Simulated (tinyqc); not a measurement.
Gate length: charge control and current of a heterostructure field-effect transistor. Computed by tinyqc, a small Python program. Command: `OMP_NUM_THREADS=1 python tinyqc.py 3017196 3017197 out.jsonl hemt walk`. One thread of a shared host (Intel(R) Xeon(R) Processor @ 2.30GHz), about 0.01 s of CPU time with the checks.

Two subbands in a triangular well; E_F is counted from the conduction band edge of the channel at the interface.

Inputs (values chosen for the exercise, modelled on AlGaN/GaN): channel mass m = 0.2 m_0; permittivity eps (barrier and channel) = 9.71; barrier thickness d = 13 nm; Schottky barrier phi_B = 1.3 eV; conduction band offset dE_c = 0.38 eV; polarisation charge sigma/e = 1.4e+13 1/cm^2; gate voltage V_G = -0.96 V; mobility mu = 2100 cm^2/(V s); saturation velocity v_s = 1.1 1e7 cm/s; gate length L = 690 nm; source resistance R_S = 0 ohm mm; temperature T = 300 K; mixing = 0.3; iteration cap = 200.

Charge source: polarisation. Velocity law: two-piece.

Constants: e = 1.602176634e-19 C; eps_0 = 8.8541878128e-12 F/m; k_B = 8.617333262e-05 eV/K; hbar = 1.054571817e-34 J s; m_0 = 9.1093837015e-31 kg; k_B = 1.380649e-23 J/K.

Method:
- Threshold V_T = phi_B - dE_c - sigma d/(eps eps_0) (in volts); C_b = eps eps_0/d.
- Charge control: n_s = C_b (V_G - V_T - E_F/e)/e. Well: mean field F = e n_s/(2 eps eps_0), E_i = (hbar^2/2m)^(1/3) [(3 pi e F/2)(i + 3/4)]^(2/3), i = 0, 1; n_s = D k_B T sum_i ln(1 + exp((E_F - E_i)/k_B T)), D = m/(pi hbar^2), which is solved in closed form for E_F.
- Iteration from n_s = C_b (V_G - V_T)/(2e): E_F from n_s, n_out from the charge control, n_new = n_s + mixing (n_out - n_s), kept above n_s/10; stop when |n_out/n_s - 1| < 1e-9.
- C_g = e dn_s/dV_G = 1/(1/C_b + 1/C_q), 1/C_q = d(E_F/e)/d(e n_s) by a central difference of +/- 0.1 % in n_s; added distance dd = eps eps_0/C_q.
- With V = e n_s/C_g and V_c = v_s L/mu: for v = mu F up to v_s, I/W = C_g v_s V_c (sqrt(1 + (V/V_c)^2) - 1) and V_Dsat = V + V_c - sqrt(V^2 + V_c^2); g_m = dI/dV; extrinsic g_m/(1 + g_m R_S); f_T = g_m/(2 pi C_g L).

sheet density n_s = 5.25790e+12 1/cm^2

gate capacitance C_g = 0.575664 microfarad/cm^2

V = 1.46337 V

Scaling; the last columns are v_s/(2 pi L) and mu V/(2 pi L^2):
```
L (nm)  I/W (mA/mm)  g_m (mS/mm)  extrinsic g_m (mS/mm)   f_T (GHz)  velocity limit (GHz)  mobility limit (GHz)
30           916.75       633.19                 633.19  5.8353e+02                583.57            5.4344e+04
60           906.96       633.08                 633.08  2.9172e+02                291.78            1.3586e+04
120          887.70       632.65                 632.65  1.4576e+02                145.89            3.3965e+03
250          847.43       630.71                 630.71  6.9749e+01                 70.03            7.8255e+02
500          775.53       623.33                 623.33  3.4466e+01                 35.01            1.9564e+02
1000         652.53       596.19                 596.19  1.6483e+01                 17.51            4.8909e+01
2000         476.25       514.89                 514.89  7.1176e+00                  8.75            1.2227e+01
5000         241.32       308.87                 308.87  1.7079e+00                  3.50            1.9564e+00
```

What follows from these numbers?

f_T scales as L^-1.00 at the short end and L^-1.56 at the long end; the two limits cross at L = mu V/v_s = 2790 nm. g_m tends to C_g v_s = 633 mS/mm. Fringe capacitances and short-channel effects, left out, lower f_T once L is below about ten barrier thicknesses.

Extremes, crossings and ranges named in words are read from the listed rows.
